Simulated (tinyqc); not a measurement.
# Changing the temperature T

Model: scattering of inversion-layer electrons by surface optical phonons of the gate insulator (remote phonon scattering). Computed by tinyqc, a small Python program. Command: `OMP_NUM_THREADS=1 python tinyqc.py 3113744 3113745 out.jsonl sophonon sweep`. One thread of a shared host (Intel(R) Xeon(R) Processor @ 2.30GHz), about 0.03 s of CPU time with the checks.

One subband with the Fang-Howard envelope; insulator and channel are half-spaces, the gate is far away, and an interlayer only moves the polar surface away by t (its own modes and its permittivity contrast are left out).

Inputs (values chosen for the exercise, modelled on HfO2 on germanium):
```
quantity                                   value        unit
static constant of the insulator eps_0s     22.5           -
intermediate constant eps_i                 6.58           -
optical constant eps_inf                    5.01           -
hbar omega_TO1                              12.3         meV
hbar omega_TO2                              48.3         meV
constant of the channel eps_s               16.2           -
in-plane mass m                            0.121         m_0
valleys g_v                                    4           -
sheet density n                          1.8e+12      1/cm^2
mean distance of the electrons z0 = 3/b      2.6          nm
interlayer thickness t                         0          nm
mobility from other processes                450  cm^2/(V s)
```

Screening by the channel electrons: static.

Constants: k_B = 8.617333262e-05 eV/K; hbar^2/(2 m_0) = 3.80998212 eV angstrom^2; e^2/(4 pi eps_0) = 14.39964548 eV angstrom; hbar = 6.582119569e-16 eV s; e = 1.602176634e-19 C; m_0 = 9.1093837015e-31 kg.

Method:
- eps(w) = eps_inf + (eps_0s - eps_i) w1^2/(w1^2 - w^2) + (eps_i - eps_inf) w2^2/(w2^2 - w^2). Surface modes solve eps(w) + eps_s = 0, a quadratic in w^2; the strength of a mode is g = 2/(w d eps/dw).
- Occupation N = 1/(exp(hbar w/(k_B T)) - 1).
- Density of states D = g_v m/(pi hbar^2); eta = E_F/(k_B T) = ln(exp(n/(D k_B T)) - 1); screening wave number q_s = e^2 D/(2 eps_0 eps_avg) x 1/(1 + exp(-eta)), eps_avg = (eps_s + eps_inf)/2; b = 3/z0.
- For a mode of strength g, without the occupation factor, Area x |M(q)|^2 = e^2 hbar w g/(2 eps_0 q) x (b/(b + q))^6 exp(-2 q t) / (1 + (q_s/q) H(q))^2, H = (1 + 9 x/8 + 3 x^2/8)/(1 + x)^3, x = q/b.
- Approximate momentum relaxation rate, taking tau v alike in the initial and final states: 1/tau = (m/(2 pi hbar^3)) sum over modes and over absorption (N, E' = E + hbar w) and emission (N + 1, E' = E - hbar w > 0) of [(1 - f(E'))/(1 - f(E))] int_0^(2 pi) Area |M(q)|^2 (1 - cos theta) d theta, q^2 = k^2 + k'^2 - 2 k k' cos theta, f the Fermi function; 48 midpoints in theta from 0 to pi.
- mu = (e/m) int tau E f (1 - f) dE/(k_B T int f dE), by 300 midpoints from 0 to (max(eta, 0) + 14) k_B T; Matthiessen sum with the other processes.

One run for each value:
```
temperature T (K)  remote-phonon mobility (cm^2/(V s))  total mobility (cm^2/(V s))     eta
120                                              49719                        446.0   0.311
165                                              25426                        442.2  -0.139
210                                              17429                        438.7  -0.453
255                                              14085                        436.1  -0.694
300                                              12298                        434.1  -0.889
345                                              11465                        433.0  -1.052
390                                              10918                        432.2  -1.193
435                                              10665                        431.8  -1.316
480                                              10517                        431.5  -1.426
```

What does the table show?

Over the rows, remote-phonon mobility (cm^2/(V s)) falls from 49700 to 10500 (exponent d ln y / d ln x -2.1 between the first rows and -0.14 between the last); total mobility (cm^2/(V s)) falls from 446 to 432 (exponent d ln y / d ln x -0.027 between the first rows and -0.0058 between the last); eta falls from 0.311 to -1.43.

Caution (all rows): a relaxation time is only an approximation for inelastic scattering, and static or no screening brackets the true dynamic screening only roughly.
